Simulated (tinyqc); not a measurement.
Inside a calculation. Model: surface photovoltage measurement of the minority-carrier diffusion length in a wafer. Computed by tinyqc, a small Python program that keeps every step. Command: `OMP_NUM_THREADS=1 python tinyqc.py 3130211 3130212 out.jsonl spv walk`. One thread of a shared host (Intel(R) Xeon(R) Processor @ 2.30GHz), about 0.01 s of CPU time with the checks. Intermediate numbers are printed to about 6 digits and carried at full precision; extremes and crossings named in words are read from the listed rows.

Low injection, steady light, a depletion layer much thinner than 1/alpha and L. The excess density dn is taken at the front edge of the neutral region; light that reaches the back is lost.

Inputs (values chosen for the exercise, modelled on p-type silicon at room temperature): diffusion length L = 190 micrometre; wafer thickness W = 300 micrometre; diffusivity D = 31 cm^2/s; front recombination velocity S_f = 86000 cm/s; back recombination velocity S_b = 36000 cm/s; photon flux entering = 4.3e+12 1/(cm^2 s); minority density at the surface barrier scale n_0 = 1.1e+08 1/cm^3; temperature T = 298 K; wavelength = 868 nm; relative noise of each reading = 0.5 %; diffusion length after pair splitting over L = 0.66; iron factor C = 1.06e+16 micrometre^2/cm^3.

Constants: k_B = 8.617333262e-05 eV/K.

## One wavelength

alpha = (84.732/lambda - 76.417)^2 per cm with lambda in micrometre (an empirical fit for silicon between 0.7 and 1.05 micrometre). Thick wafer: dn = Phi L/((S_f + D/L)(L + 1/alpha)). Finite wafer, with s = S_b L/D, w = W/L, a = alpha L: dn = [Phi a/(a^2 - 1)] [a - B - exp(-alpha W)(a - s)/(cosh w + s sinh w)]/(S_f + B D/L), B = (sinh w + s cosh w)/(cosh w + s sinh w). Photovoltage V = (k_B T/e) ln(1 + dn/n_0). Lifetime = L^2/D.

alpha = 449.462 1/cm

penetration depth 1/alpha = 22.2488 micrometre

dn, thick wafer = 4.39254e+07 1/cm^3

B = 1.08079

dn, finite wafer = 4.33895e+07 1/cm^3

photovoltage V = 8.53848 mV

lifetime = 11.6452 microsecond

Caution: dn is not small against n_0, so V is not linear in the flux; the constant-flux reading then needs dn, not V.

## The linear plot

normal deviates g for the noise: [0.17, -0.84, -1.36, -1.12, 0.58, -0.40, 0.41]

Readings y = (Phi/dn) (1 + noise x g) at 780, 830, 880, 920, 950, 975 and 995 nm; a least-squares line y = c (1/alpha + L_app) gives L_app = intercept/slope.

Readings:
```
lambda (nm)  1/alpha (micrometre)  y (cm/s)  line (cm/s)
780                         9.636     92693        91248
830                        15.176     95042        94503
880                        25.330    100030       100468
920                        40.658    108324       109473
950                        61.278    120904       121587
975                        90.917    137994       138999
995                       130.888    163772       162481
```

slope = 587.484 cm/(s micrometre)

apparent length L_app = 145.684 micrometre

error of L_app (rounded to 0.001) = -23.324 %

Without noise the error would be -22.3 %, from the finite thickness at W/L = 1.6. S_f scales all readings alike and leaves L_app unchanged.

## Where the wafer is too thin

No noise; L is varied at fixed W, and the last two columns set S_b to 0 and to 1e7 cm/s.

Apparent length (micrometre):
```
L         W/L  given S_b  S_b = 0  S_b = 1e7
15    20.0000     15.000   15.000     15.000
30    10.0000     29.999   30.000     29.999
60     5.0000     59.757   60.124     59.704
90     3.3333     87.502   91.495     87.127
150    2.0000    129.542  163.544    127.752
240    1.2500    162.616  292.811    158.787
390    0.7692    183.113  510.881    177.598
630    0.4762    192.630  759.673    186.222
1200   0.2500    197.327  993.410    190.452
```

With a fast back surface L_app levels off, at 190 micrometre in the last row; with a passive one it reaches up to 1.31 times L among these rows and is 993 in the last. All three columns are within 5 % of L down to W/L = 3.3.

## Iron from two lengths

Splitting iron-boron pairs in boron-doped silicon shortens L; with nothing else changing, [Fe] = C (1/L_after^2 - 1/L^2). It is evaluated with the true lengths and with the apparent ones (without noise), which differ when the wafer is not thick against L.

L_after = 125.4 micrometre

[Fe] from the true lengths = 3.80450e+11 1/cm^3

[Fe] from the apparent lengths = 3.19595e+11 1/cm^3

bias, apparent over true less 1 (rounded to 0.001) = -15.995 %

Checks made by the program: dn against a finite-difference solution (relative difference 1e-06).
